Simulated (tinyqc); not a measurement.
Inside a calculation. Method: Jacobi rotations on a symmetric matrix. One step of it, computed by the program tinyqc.

Problem. Jacobi rotation 2. Take the largest off-diagonal element A_pq; tan 2 theta = 2 A_pq / (A_qq - A_pp) with |theta| <= pi/4; A' = J^T A J with J_pp = J_qq = cos, J_pq = sin, J_qp = -sin.

A':
$$\begin{pmatrix}
0.513000 & -0.046000 & -0.289311 & -0.038005 \\
-0.046000 & 3.085000 & -0.428930 & 0.290859 \\
-0.289311 & -0.428930 & 3.537907 & 0.000000 \\
-0.038005 & 0.290859 & 0.000000 & 5.481093
\end{pmatrix}$$

Give: p, q, theta; A'.

Solution.

p, q, theta (rad): [2.0000, 3.0000, -0.5425]

A':
$$\begin{pmatrix}
0.5130 & -0.1888 & -0.2240 & -0.0380 \\
-0.1888 & 2.8264 & 0.0000 & 0.2491 \\
-0.2240 & 0.0000 & 3.7965 & -0.1502 \\
-0.0380 & 0.2491 & -0.1502 & 5.4811
\end{pmatrix}$$
